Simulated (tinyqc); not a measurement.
Worked calculation: hydrogenic impurity: series, fields, screening, photoionisation and donor-acceptor pairs. Computed by tinyqc, a small Python program that keeps every step. Command: `OMP_NUM_THREADS=1 python tinyqc.py 3002285 3002286 out.jsonl hydrogenic walk`. One thread of a shared host (Intel(R) Xeon(R) Processor @ 2.30GHz), about 0.01 s of CPU time with the checks. Intermediate numbers are printed to about 6 digits and carried at full precision; extremes and crossings named in words are read from the listed rows.

One isotropic, parabolic band. Effective units: Ry* and a*, in which H = -nabla^2 - 2/r.

Inputs (values chosen for the exercise, modelled on diamond): electron mass m = 0.588 m_0; dielectric constant eps = 5.72; donor density N = 8.7e+19 cm^-3; magnetic field B = 2800 T.

Parts treated: magnetic field and screening.

Constants: Ry = 13.605693123 eV; a_0 = 0.529177210903 angstrom; h x 1 THz = 4.135667696 meV; mu_B = 5.7883818060e-05 eV/T.

## Effective units and the series

Ry* = Ry m/eps^2, a* = a_0 eps/m; level n is bound by Ry*/n^2; <r> = (3/2) a* in 1s; lines 1s -> np at Ry* (1 - 1/n^2); 1 THz = 4.135667696 meV.

Ry* = 244.515 meV

a* = 5.14778 angstrom

<r> of 1s = 7.72167 angstrom

Series:
```
n  binding (meV)  line from 1s (meV)  line (THz)
2        61.1288             183.386     44.3426
3        27.1684             217.347     52.5542
4        15.2822             229.233     55.4283
5         9.7806             234.735     56.7586
```

Caution: the Bohr radius is only a few bond lengths, so central-cell terms and band anisotropy matter.

## Overlap of donors

Wigner-Seitz radius r_s = (3/(4 pi N))^(1/3); Mott criterion N_c^(1/3) a* = 0.26; overlap of two 1s orbitals at distance d: S = exp(-x)(1 + x + x^2/3), x = d/a*, with d = N^(-1/3).

r_s = 14.0001 angstrom

Mott density = 1.28843e+20 cm^-3

N over the Mott density = 0.675241

overlap S = 0.147087

The sample is on the insulating side, but close enough for an impurity band.

## Donor in a magnetic field

gamma = hbar omega_c/(2 Ry*) = mu_B B/(m Ry*). For m_z = 0, H = -nabla^2 - 2/r + gamma^2 rho^2/4, and the band edge moves to gamma Ry*. Basis: exp(-al rho^2 - be z^2), al_k = 0.02 x 2.4^k + gamma/4 x c with k = 0..11, be_k = 0.02 x 2.4^k and c = 0, 0.5, 1 (36 functions). With A = al_i + al_j, B = be_i + be_j (not the field) and the common factor pi^(3/2) dropped: S = 1/(A sqrt(B)), kinetic S (4 al_i al_j/A + 2 be_i be_j/B), <rho^2> = S/A, <1/r> = (2/sqrt(pi)) atanh(u)/(A u), u = sqrt(1 - B/A), which is (2/sqrt(pi))/A when A = B; overlap eigenvalues below 1e-11 are dropped. Binding = (gamma - E) Ry*; the spin term shifts level and edge alike.

gamma = 1.12728

hbar omega_c = 551.274 meV

magnetic length a*/sqrt(gamma) = 4.84846 angstrom

ground level = -144.846 meV

binding energy in the field = 420.483 meV

The field squeezes the orbit and raises the binding by a factor 1.720. Caution: the field is beyond non-destructive laboratory magnets (about 100 T).

## Weak-field and exact binding

Perturbation theory: E = -1 + gamma^2/2 - (53/96) gamma^4 Ry*.

Ground level (Ry*):
```
gamma    B (T)     basis  second order  fourth order  binding
0.11     273.2  -0.99402      -0.99395        -0.994  1.10402
0.28     695.5  -0.96343      -0.96080        -0.964  1.24343
0.30     745.2  -0.95837      -0.95500        -0.959  1.25837
0.50    1241.9  -0.89441      -0.87500        -0.910  1.39441
0.56    1391.0  -0.87123      -0.84320        -0.897  1.43123
0.70    1738.7  -0.81144      -0.75500        -0.888  1.51144
1.00    2483.9  -0.66233      -0.50000        -1.052  1.66233
1.10    2732.2  -0.60765      -0.39500        -1.203  1.70765
2.30    5712.9   0.16292       1.64500       -13.805  2.13708
4.50   11177.3   1.83545       9.12500      -217.264  2.66455
```

Second order stays within 1 % of the basis value up to gamma = 0.30 of those listed and fourth order up to 0.30; beyond, the truncated (asymptotic) series fails, while the binding keeps growing slowly, to 2.66 Ry* at gamma = 4.5. Rows above about 100 T are beyond laboratory magnets, and there polaron and band-shape effects enter.

## Binding under screening

Thomas-Fermi screening by N free electrons of one valley, taken as a degenerate gas (the hypothesis that all donors are ionised): q a* = sqrt(4 k_F a*/pi), k_F = (3 pi^2 N)^(1/3). Screened potential -(2/r) exp(-q r). Basis exp(-zeta r), zeta_k = 0.02 x 1.6^k, k = 0..23: S = 2/s^3, T = zeta_i zeta_j S, V = -2/(s + q)^2 with s = zeta_i + zeta_j; overlap eigenvalues below 1e-11 are dropped.

q a* = 0.947884

screened binding energy = 8.22768 meV

Screening leaves 3.4 % of the binding.

## From screening to the Mott criterion

First order: 1 - 2 q a*. One exponent: the maximum over zeta of 8 zeta^3/(2 zeta + q)^2 - zeta^2 (golden section on 0.01 to 1.2).

Binding (Ry*):
```
N^(1/3) a*    N (cm^-3)      q a*  first order  one exponent     basis
0.0046      7.13533e+14  0.134608     0.730784      0.755847  0.755886
0.0140      2.01152e+16  0.234831     0.530337      0.602775  0.603050
0.0340      2.88123e+17  0.365958     0.268084      0.433794  0.434997
0.0680      2.30498e+18  0.517543    -0.035086      0.276772  0.280344
0.1100      9.75705e+18  0.658246    -0.316492      0.163231  0.170513
0.1700      3.60153e+19  0.818307    -0.636614      0.067739  0.080959
0.2300      8.91916e+19  0.951822    -0.903644      0.013704  0.032544
```

The binding falls from 0.756 to 0.033 Ry*. First order, a constant shift of the potential, overshoots and turns negative from q a* = 0.5. One exponent loses the state at q a* = 1 (N^(1/3) a* = 0.254, the classic form of the Mott criterion); the full basis keeps it to 1.19. The dilute rows are formal, since there the electrons are bound or non-degenerate.

Checks made by the program: weak-field limit -1 + gamma^2/2 (relative difference 8e-06); the bound state at q = 0 (relative difference 8e-07).
